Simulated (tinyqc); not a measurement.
Raising U: Hubbard chain of 4 sites, mean field against exact. Computed by the program tinyqc. Collinear unrestricted mean field (the lowest of 40 random starts) against exact diagonalisation.

one-body matrix (hopping and site energies) (eV):
```
,1,2,3,4
1,0.0000,-0.7700,0.0000,0.0000
2,-0.7700,0.0000,-0.7700,0.0000
3,0.0000,-0.7700,0.0000,-0.7700
4,0.0000,0.0000,-0.7700,0.0000
```

electrons, up and down: 2  2

Exact and mean-field results (eV):
```
U,U/t,E exact,E mean field,mean |n_up - n_down|,"double occupancy, exact",first gap in the sector
0.390,0.506,-3.07405,-3.05354,0.000,0.224,0.844
0.770,1.000,-2.75303,-2.67354,0.000,0.199,0.754
1.540,2.000,-2.21448,-1.92272,0.393,0.152,0.607
2.310,3.000,-1.80752,-1.41833,0.697,0.114,0.498
3.080,4.000,-1.50392,-1.10443,0.820,0.085,0.416
4.620,6.000,-1.10259,-0.75537,0.918,0.049,0.306
6.160,8.000,-0.86022,-0.57139,0.953,0.031,0.239
9.240,12.000,-0.59141,-0.38321,0.979,0.015,0.165
15.400,20.000,-0.36084,-0.23061,0.993,0.006,0.100
```

What does the comparison show, and why?

In absolute terms mean field is worst at U/t = 4.0, 0.399 eV too high: at small U it is nearly exact, and at large U it misses only exchange-scale energies. Its local moments set in at U/t = 2.0 of those listed, a broken symmetry that the exact state of a finite cluster with equal spins does not have. Relative to the exact energy its error is 0.7 % at the smallest U, 36 % at most and 36 % at the largest. The double occupancy falls from 0.224 to 0.006; at the largest U the first gap is 0.65 times the exchange scale 4t^2/U.
